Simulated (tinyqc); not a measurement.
From Seebeck coefficient |S| back to carrier density n: mobility of a non-polar semiconductor in the relaxation-time approximation. Computed by tinyqc, a small Python program. Command: `OMP_NUM_THREADS=1 python tinyqc.py 3017188 3017189 out.jsonl rta inv`. One thread of a shared host (Intel(R) Xeon(R) Processor @ 2.30GHz), about 0.05 s of CPU time with the checks.

Each valley is treated as a sphere of mass m_d for states and rates, with one isotropic relaxation time; the conductivity mass m_c sets the current.

Inputs (values chosen for the exercise, modelled on electrons in germanium):

| quantity | value | unit |
|---|---|---|
| longitudinal mass m_l | 1.58 | m_0 |
| transverse mass m_t | 0.0821 | m_0 |
| equivalent valleys Z | 4 | - |
| static permittivity eps_s | 16 | - |
| density rho | 5323 | kg/m^3 |
| sound velocity v_l | 5440 | m/s |
| acoustic deformation potential D_A | 12 | eV |
| phonon energy hbar w | 32.5 | meV |
| optical or intervalley deformation potential D_o | 5.5 | 1e8 eV/cm |
| final valleys Z_f | 3 | - |
| compensation ratio C | 0 | - |
| temperature T | 77 | K |

Band: parabolic. Impurity formula: Brooks-Herring. Further scattering: none.

Constants: k_B = 8.617333262e-05 eV/K; m_0 = 9.1093837015e-31 kg; e = 1.602176634e-19 C; hbar = 1.054571817e-34 J s; eps_0 = 8.8541878128e-12 F/m; k_B = 1.380649e-23 J/K; hbar = 6.582119569e-16 eV s.

Method:
- m_d = (m_l m_t^2)^(1/3); 1/m_c = (1/m_l + 2/m_t)/3; Hall mass factor A = 3 K_m (K_m + 2)/(2 K_m + 1)^2, K_m = m_l/m_t; N_I = n (1 + C)/(1 - C).
- Parabolic band: E = hbar^2 k^2/(2 m), speed v = hbar k/m, states per spin, volume and energy g(E) = m k/(2 pi^2 hbar^2). Here m = m_d. Masses are multiplied by m_0 and all formulas are in SI units.
- The reduced Fermi level eta = E_F/(k_B T) solves n = 2 Z int g f dE with f = 1/(1 + exp(x - eta)) (Z = 1 unless valleys are given); screening length L_s = sqrt(eps_s eps_0 k_B T/(e^2 dn/deta)), dn/deta = 2 Z int g f (1 - f) dE.
- Integrals over x = E/(k_B T) use 160 Gauss-Legendre points in u = sqrt(x) from 0 to sqrt(max(eta, 0) + 32).
- Phonon occupation N_q = 1/(exp(hbar w/(k_B T)) - 1).
- Acoustic deformation potential (elastic, equipartition, absorption and emission together): 1/tau = 2 pi k_B T D_A^2 g(E)/(hbar rho v_l^2).
- Optical or intervalley deformation potential: 1/tau = (pi Z_f D_o^2/(rho w)) [N_q g(E + hbar w) + (N_q + 1) g(E - hbar w)], with g = 0 below the band edge.
- Each optical term is multiplied by (1 - f(E'))/(1 - f(E)), E' the final energy, for Pauli blocking.
- Singly charged impurities, momentum relaxation: 1/tau = N_I e^4 m (1 + 2 alpha E) Phi/(8 pi (eps_s eps_0)^2 hbar^3 k^3), with alpha = 0 for a parabolic band.
- Brooks-Herring: Phi = ln(1 + b) - b/(1 + b), b = 4 k^2 L_s^2.
- mu = (m_d/m_c) (2 Z e/(3 n k_B T)) int g v^2 tau f (1 - f) dE.
- Averages over x are split at the emission threshold x_0 = hbar w/(k_B T): 64 Gauss-Legendre points in sqrt(x) below it and 128 in sqrt(x - x_0) above it, up to x = max(eta, 0) + 32.
- Rates are added at each energy before the average. With <y> = int g v^2 y f (1 - f) dE: Hall factor r_H = A (3 n k_B T/(2 Z m_d)) <tau^2/(1 + 2 alpha E)>/<tau>^2 (alpha = 0 for a parabolic band); Hall mobility r_H mu; |S| = (k_B/e) (<x tau>/<tau> - eta); resistivity 1/(n e mu).

Question. A run gave the result below. Find the carrier density n, known to lie between 4.2e+17 and 1.1e+18 1/cm^3.

Seebeck coefficient |S| = 330.311 microvolt/K

Answer.

Each step takes the trial c = (a f_b - b f_a)/(f_b - f_a), f being the result less the target and a, b, c the logarithms of the listed values; c replaces end b, the old b replaces a if the sign of f changed, and otherwise f_a is halved.

Scan of the range:

| carrier density n (1/cm^3) | Seebeck coefficient \|S\| (microvolt/K) |
|---|---|
| 4.20e+17 | 359.404 |
| 4.93e+17 | 344.390 |
| 5.79e+17 | 329.172 |
| 6.80e+17 | 313.850 |
| 7.98e+17 | 298.553 |
| 9.37e+17 | 283.219 |
| 1.10e+18 | 267.988 |

False position (Illinois rule, in the logarithm of the input) inside the bracket:

| step | end a | end b | trial | Seebeck coefficient \|S\| (microvolt/K) |
|---|---|---|---|---|
| 1 | 4.93000e+17 | 5.79000e+17 | 5.72074e+17 | 330.315 |
| 2 | 5.79000e+17 | 5.72074e+17 | 5.72100e+17 | 330.311 |
| 3 | 5.79000e+17 | 5.72100e+17 | 5.72100e+17 | 330.311 |
| 4 | 5.72100e+17 | 5.72100e+17 | 5.72100e+17 | 330.311 |

Seebeck coefficient |S| falls at every point of a 13-point scan of the range (every second point is shown), so one value fits; it is bracketed by 4.93e17 and 5.79e17. Answer: carrier density n = 5.721e17 1/cm^3.

Caution: n is taken as given; at low temperature (in diamond even at 300 K) real dopants can freeze out, which changes n and N_I.
